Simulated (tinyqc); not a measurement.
G0W0 on RHF in the sto-3g basis, for Li+, spin multiplicity 1, step by step. Computed by tinyqc, a small Python program that keeps every step (integrals from PySCF). Settings: charge = 1, multiplicity = 1, basis = sto-3g, method = RHF, energy threshold = 1e-10, iteration cap = 63, orthogonalisation = canonical, start = Wolfsberg-Helmholz matrix, DIIS depth = 6. Command: `OMP_NUM_THREADS=1 python tinyqc.py 24356 24357 out.jsonl` (the two numbers bound the seeds that draw the settings). One thread of a shared host (Intel(R) Xeon(R) Processor @ 2.60GHz), about 0.03 s of CPU time with the checks. The early iterations of the SCF are left out here.

## One-electron integrals

Geometry (angstrom):
```
atom,x,y,z
Li,0.00000,0.00000,0.00000
```

Basis sto-3g: exponents (1/bohr^2) and contraction coefficients of normalised primitives:
```
element,l (shell),exponent,coefficient
Li,s (1),16.11958,0.15433
Li,s (1),2.93620,0.53533
Li,s (1),0.79465,0.44463
Li,s (2),0.63629,-0.09997
Li,s (2),0.14786,0.39951
Li,s (2),0.04809,0.70012
Li,p (3),0.63629,0.15592
Li,p (3),0.14786,0.60768
Li,p (3),0.04809,0.39196
```

Overlap, kinetic and nuclear-attraction integrals over the contracted functions; the nuclear repulsion is the sum of Za Zb / Rab.

nuclear repulsion = 0 hartree

overlap S, lower triangle:
```
,1Li 1s,1Li 2s,1Li 2px,1Li 2py,1Li 2pz
1Li 1s,1.00000
1Li 2s,0.24114,1.00000
1Li 2px,0.00000,0.00000,1.00000
1Li 2py,0.00000,0.00000,0.00000,1.00000
1Li 2pz,0.00000,0.00000,0.00000,0.00000,1.00000
```

kinetic energy T (hartree), lower triangle:
```
,1Li 1s,1Li 2s,1Li 2px,1Li 2py,1Li 2pz
1Li 1s,3.57679
1Li 2s,-0.02024,0.10216
1Li 2px,0.00000,0.00000,0.31968
1Li 2py,0.00000,0.00000,0.00000,0.31968
1Li 2pz,0.00000,0.00000,0.00000,0.00000,0.31968
```

nuclear attraction V (hartree), lower triangle:
```
,1Li 1s,1Li 2s,1Li 2px,1Li 2py,1Li 2pz
1Li 1s,-7.98288
1Li 2s,-0.96434,-1.20692
1Li 2px,0.00000,0.00000,-1.19726
1Li 2py,0.00000,0.00000,0.00000,-1.19726
1Li 2pz,0.00000,0.00000,0.00000,0.00000,-1.19726
```

core Hamiltonian H = T + V (hartree), lower triangle:
```
,1Li 1s,1Li 2s,1Li 2px,1Li 2py,1Li 2pz
1Li 1s,-4.40609
1Li 2s,-0.98458,-1.10476
1Li 2px,0.00000,0.00000,-0.87758
1Li 2py,0.00000,0.00000,0.00000,-0.87758
1Li 2pz,0.00000,0.00000,0.00000,0.00000,-0.87758
```

## Two-electron integrals

Functions are numbered as in S; the eight-fold symmetry (ij|kl) = (ji|kl) = (kl|ij) leaves the list below.

Two-electron integrals (ij|kl) in chemists' order, unique and non-zero (hartree):
```
i,j,k,l,(ij|kl)
1,1,1,1,1.68040
2,1,1,1,0.26542
2,1,2,1,0.04994
2,2,1,1,0.39773
2,2,2,1,0.09286
2,2,2,2,0.29056
3,1,3,1,0.00898
3,2,3,1,0.01379
3,2,3,2,0.06418
3,3,1,1,0.39664
3,3,2,1,0.09288
3,3,2,2,0.29050
3,3,3,3,0.31295
4,1,4,1,0.00898
4,2,4,1,0.01379
4,2,4,2,0.06418
4,3,4,3,0.01687
4,4,1,1,0.39664
4,4,2,1,0.09288
4,4,2,2,0.29050
4,4,3,3,0.27921
4,4,4,4,0.31295
5,1,5,1,0.00898
5,2,5,1,0.01379
5,2,5,2,0.06418
5,3,5,3,0.01687
5,4,5,4,0.01687
5,5,1,1,0.39664
5,5,2,1,0.09288
5,5,2,2,0.29050
5,5,3,3,0.27921
5,5,4,4,0.27921
5,5,5,5,0.31295
```

## Orthogonalisation

S = U s U^T; canonical form X = U s^(-1/2), so that X^T S X = 1. Each column of U has its largest component positive (the first on a tie).

eigenvalues of S: 0.75886  1.00000  1.00000  1.00000  1.24114

X:
```
,1,2,3,4,5
1Li 1s,0.81171,0.00000,0.00000,0.00000,0.63471
1Li 2s,-0.81171,0.00000,0.00000,0.00000,0.63471
1Li 2px,0.00000,1.00000,0.00000,0.00000,0.00000
1Li 2py,0.00000,0.00000,1.00000,0.00000,0.00000
1Li 2pz,0.00000,0.00000,0.00000,1.00000,0.00000
```

Within a degenerate level the vectors are fixed only up to a rotation; this is one choice.

## Iteration 4 (converged): orbitals

converged F (hartree), lower triangle:
```
,1Li 1s,1Li 2s,1Li 2px,1Li 2py,1Li 2pz
1Li 1s,-2.73468
1Li 2s,-0.73029,-0.36472
1Li 2px,0.00000,0.00000,-0.09452
1Li 2py,0.00000,0.00000,0.00000,-0.09452
1Li 2pz,0.00000,0.00000,0.00000,0.00000,-0.09452
```

Diagonalise F' = X^T F X, C = X C', fill 1 alpha and 1 beta electrons from the bottom; D = 2 C_occ C_occ^T. Each column has its largest component positive (the first on a tie).

F' = X^T F X (hartree), lower triangle:
```
,1,2,3,4,5
1,-1.07978
2,0.00000,-0.09452
3,0.00000,0.00000,-0.09452
4,0.00000,0.00000,0.00000,-0.09452
5,-1.22101,0.00000,0.00000,0.00000,-1.83702
```

orbital energies (hartree): MO1 -2.73677, MO2 -0.18004, MO3 -0.09452, MO4 -0.09452, MO5 -0.09452

coefficients C:
```
,MO1,MO2,MO3,MO4,MO5
1Li 1s,0.99249,-0.27694,0.00000,0.00000,0.00000
1Li 2s,0.02944,1.02999,0.00000,0.00000,0.00000
1Li 2px,0.00000,0.00000,0.00000,0.00000,1.00000
1Li 2py,0.00000,0.00000,1.00000,0.00000,0.00000
1Li 2pz,0.00000,0.00000,0.00000,1.00000,0.00000
```

D after iteration 4, lower triangle:
```
,1Li 1s,1Li 2s,1Li 2px,1Li 2py,1Li 2pz
1Li 1s,1.97008
1Li 2s,0.05844,0.00173
1Li 2px,0.00000,0.00000,0.00000
1Li 2py,0.00000,0.00000,0.00000,0.00000
1Li 2pz,0.00000,0.00000,0.00000,0.00000,0.00000
```

Within a degenerate level the vectors are fixed only up to a rotation; this is one choice.

## Convergence

Stop when the energy changes by less than 1e-10 hartree and every element of the error matrix X^T (F D S - S D F) X is below 3e-06.

Course of the cycle:
```
iteration,E (hartree),change,largest element of the error matrix
1,-7.1354467,-,2.02e-03
2,-7.1354476,-8.95e-07,2.45e-04
3,-7.1354476,-1.33e-08,1.03e-08
4,-7.1354476,1.78e-15,4.46e-09
```

PySCF RHF in the same basis = -7.1354476 hartree

Converged in 4 iterations.

## Integrals over molecular orbitals

(pq|rs) = sum C_ip C_jq C_kr C_ls (ij|kl), one index at a time.

one-electron integrals over orbitals h = C^T H C (hartree), lower triangle:
```
,1,2,3,4,5
1,-4.39868
2,0.17909,-0.94824
3,0.00000,0.00000,-0.87758
4,0.00000,0.00000,0.00000,-0.87758
5,0.00000,0.00000,0.00000,0.00000,-0.87758
```

Two-electron integrals over orbitals (pq|rs), unique and non-zero (hartree):
```
p,q,r,s,(pq|rs)
1,1,1,1,1.66192
2,1,1,1,-0.17909
2,1,2,1,0.02969
2,2,1,1,0.39895
2,2,2,1,-0.00946
2,2,2,2,0.28224
3,1,3,1,0.00971
3,2,3,1,0.01346
3,2,3,2,0.06091
3,3,1,1,0.39639
3,3,2,1,-0.00602
3,3,2,2,0.28561
3,3,3,3,0.31295
4,1,4,1,0.00971
4,2,4,1,0.01346
4,2,4,2,0.06091
4,3,4,3,0.01687
4,4,1,1,0.39639
4,4,2,1,-0.00602
4,4,2,2,0.28561
4,4,3,3,0.27921
4,4,4,4,0.31295
5,1,5,1,0.00971
5,2,5,1,0.01346
5,2,5,2,0.06091
5,3,5,3,0.01687
5,4,5,4,0.01687
5,5,1,1,0.39639
5,5,2,1,-0.00602
5,5,2,2,0.28561
5,5,3,3,0.27921
5,5,4,4,0.27921
5,5,5,5,0.31295
```

## Screening: direct RPA

With D = e_a - e_i and K = (ia|jb): diagonalise D^(1/2) (D + 4K) D^(1/2) = Z w^2 Z^T; X + Y = D^(1/2) Z w^(-1/2), each column of Z with its largest component positive (the first on a tie); E_c = (sum w - tr (D + 2K)) / 2.

D^(1/2) (D + 4K) D^(1/2) (hartree^2), lower triangle:
```
,1>2,1>3,1>4,1>5
1>2,6.84055
1>3,0.00000,7.08409
1>4,0.00000,0.00000,7.08409
1>5,0.00000,0.00000,0.00000,7.08409
```

excitation energies w (hartree): 2.61544  2.66160  2.66160  2.66160

X + Y:
```
,1,2,3,4
1>2,0.98871,0.00000,0.00000,0.00000
1>3,0.00000,0.99636,0.00000,0.00000
1>4,0.00000,0.00000,0.99636,0.00000
1>5,0.00000,0.00000,0.00000,0.99636
```

RPA correlation energy = -0.0004433 hartree

Within a degenerate level the vectors are fixed only up to a rotation; this is one choice.

## G0W0 on Hartree-Fock: HOMO

W(p,q,m) = sqrt2 sum_ia (pq|ia) (X+Y)_ia,m; Sigma_c(x) = sum_(i,m) W^2/(x - e_i + w_m) + sum_(a,m) W^2/(x - e_a - w_m); solve x = e_p + Sigma_c(x) by Newton steps; Z = 1/(1 - dSigma/dx); 1 hartree = 27.211386 eV.

The 12 largest terms at x = e_p (hartree; W for the signs of X + Y given):
```
q,m,W,term
1,1,-0.25041,0.02398
2,1,0.04152,-0.00033
3,2,0.01368,-3.53e-05
4,3,0.01368,-3.53e-05
5,4,0.01368,-3.53e-05
```

Newton steps (hartree):
```
step,x,Sigma_c(x),Z
0,-2.73677,0.02354,0.99083
1,-2.71344,0.02332,0.99099
2,-2.71344,0.02332,0.99099
```

quasiparticle energy of the HOMO = -73.83654 eV

Hartree-Fock value = -74.47118 eV

## G0W0 on Hartree-Fock: LUMO

As before.

The 12 largest terms at x = e_p (hartree; W for the signs of X + Y given):
```
q,m,W,term
1,1,0.04152,0.00033
3,2,0.01897,-0.00013
4,3,0.01897,-0.00013
5,4,0.01897,-0.00013
2,1,-0.01323,-0.00007
```

Newton steps (hartree):
```
step,x,Sigma_c(x),Z
0,-0.18004,-0.00013,0.99977
1,-0.18016,-0.00013,0.99977
```

quasiparticle energy of the LUMO = -4.90245 eV

Hartree-Fock value = -4.89901 eV
